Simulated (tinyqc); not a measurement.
# Undoped gate-all-around wire MOSFET, analytic charge model: effect of the temperature

An undoped round wire of radius R under an insulator shell and a surrounding gate; long channel, electrons only, n = ni exp((psi - V)/Vt) with V the quasi-Fermi potential (0 at the source, Vd at the drain), constant mobility, no quantisation. The radial Poisson equation gives n(r) = n(0)/(1 - (1 - b) r^2/R^2)^2 with b = Q0/(Q + Q0). Q is the electron charge per area of the wire surface.

Nc and Nv are given at 250 K and scale as (T/250 K)^1.5; Eg and mu are held fixed. ni = sqrt(Nc Nv) exp(-Eg/(2 Vt)), Eg in volts; Cox = eps0 eox/(R ln(1 + tox/R)); Q0 = 4 eps0 eps_r Vt/R; V0 = dphi + Vt ln[8 eps0 eps_r Vt/(q ni R^2)]. Q solves Vg - V0 - V = Q/Cox + Vt ln(Q/Q0) + Vt ln(1 + Q/Q0). I = mu (2 pi R/L)[2 Vt (Qs - Qd) + (Qs^2 - Qd^2)/(2 Cox) + Vt Q0 ln((Qd + Q0)/(Qs + Q0))], with Qs at V = 0 and Qd at V = Vd.  I(low) is taken at Vg = 0.29 V, Qs and I(high) at Vg = 1.04 V.

Values chosen for this exercise; material values close to those of silicon: band gap Eg = 1.12 eV; relative permittivity of the semiconductor eps_r = 11.6; conduction-band density of states at the reference temperature Nc = 2.14e19 cm^-3; valence-band density of states at the reference temperature Nv = 1.99e19 cm^-3; relative permittivity of the gate insulator eox = 24.8; insulator thickness tox = 9.4 nm; wire radius R = 20 nm; gate work function less that of the intrinsic body dphi = 0.07 V; channel mobility mu = 260 cm^2/(V s); gate length L = 0.2 um; drain voltage Vd = 0.05 V.

Constants: q = 1.602176634e-19 C, kB = 1.380649e-23 J/K, Vt = kB T/q, eps0 = 8.8541878128e-14 F/cm where lengths are in cm. Results are converted to the units shown.

Effect of the temperature:
```
T (K)  V0 (V)  I(low) (nA)  Qs(high) (nC/cm^2)  I(high) (uA)
220    0.5494     1.277e-4                1041         7.977
250    0.5371     0.001468                1043         7.998
280    0.5246      0.01025                1046         8.033
310    0.5119      0.05003                1052         8.082
340    0.4991       0.1873                1058         8.141
370    0.4862       0.5726                1066         8.209
400    0.4732        1.493                1075         8.286
430    0.4601        3.424                1084         8.370
```

What does the table show?

As T goes from 220 to 430 K, I(low) rises from 1.28e-4 to 3.42 nA and I(high) rises from 7.98 to 8.37 uA. V0 falls from 0.549 to 0.460 V. In every row the surface density at the source at the higher gate voltage passes 0.3 Nc, where Boltzmann statistics fail. In every row the mobility is held fixed, though a real one changes with T.

Numbers from tinyqc (`OMP_NUM_THREADS=1 python tinyqc.py 2460155 2460156 out.jsonl`; about 0.04 s on one thread of a shared Intel Xeon 2.30GHz).
